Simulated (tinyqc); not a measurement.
Inside a calculation. Method: plane-wave Kohn-Sham cycle with exchange-only LDA in a layered model solid. One step of it, computed by the program tinyqc.

Problem. Iteration 2: potential. V_H(G) = 4 pi rho(G)/G^2 for G != 0 (uniform background); v_x = -(3 rho/pi)^(1/3); V = V_ext + V_H + v_x; Fourier components f(G_m) = (1/N) sum_j f(x_j) exp(-i G_m x_j).

A solid whose potential varies along x alone (atomic units):

| parameter | value |
|---|---|
| period a | 12.000000 |
| cross-section of the cell | 22.000000 |
| electrons per cell | 4 |
| grid points | 16 |
| plane waves -n..n, n | 2 |
| k points | 4 |
| V1 in V1 cos(2 pi x/a) | -0.400000 |
| V2 in V2 cos(4 pi x/a) | -0.210000 |

density after iteration 1 (e/bohr^3): 0.02011815  0.02144888  0.02244676  0.01918459  0.01333794  0.00961949  0.00936358  0.01035310  0.01079740  0.01035310  0.00936358  0.00961949  0.01333794  0.01918459  0.02244676  0.02144888

Give: Potentials on the grid; V(G_m), m = 0, 1, 2, ....

Solution.

Potentials on the grid (hartree):

| x | V_ext | V_H | v_x | V |
|---|---|---|---|---|
| 0.0000 | -0.6100 | 0.3171 | -0.2678 | -0.5607 |
| 0.7500 | -0.5180 | 0.2987 | -0.2736 | -0.4930 |
| 1.5000 | -0.2828 | 0.2359 | -0.2778 | -0.3248 |
| 2.2500 | -0.0046 | 0.1242 | -0.2636 | -0.1440 |
| 3.0000 | 0.2100 | -0.0143 | -0.2335 | -0.0378 |
| 3.7500 | 0.3016 | -0.1414 | -0.2094 | -0.0493 |
| 4.5000 | 0.2828 | -0.2316 | -0.2076 | -0.1563 |
| 5.2500 | 0.2211 | -0.2815 | -0.2146 | -0.2751 |
| 6.0000 | 0.1900 | -0.2972 | -0.2177 | -0.3248 |
| 6.7500 | 0.2211 | -0.2815 | -0.2146 | -0.2751 |
| 7.5000 | 0.2828 | -0.2316 | -0.2076 | -0.1563 |
| 8.2500 | 0.3016 | -0.1414 | -0.2094 | -0.0493 |
| 9.0000 | 0.2100 | -0.0143 | -0.2335 | -0.0378 |
| 9.7500 | -0.0046 | 0.1242 | -0.2636 | -0.1440 |
| 10.5000 | -0.2828 | 0.2359 | -0.2778 | -0.3248 |
| 11.2500 | -0.5180 | 0.2987 | -0.2736 | -0.4930 |

V(G_m), m = 0, 1, 2, ... (hartree): -0.2404  -0.0593  -0.1014  0.0007  0.0001
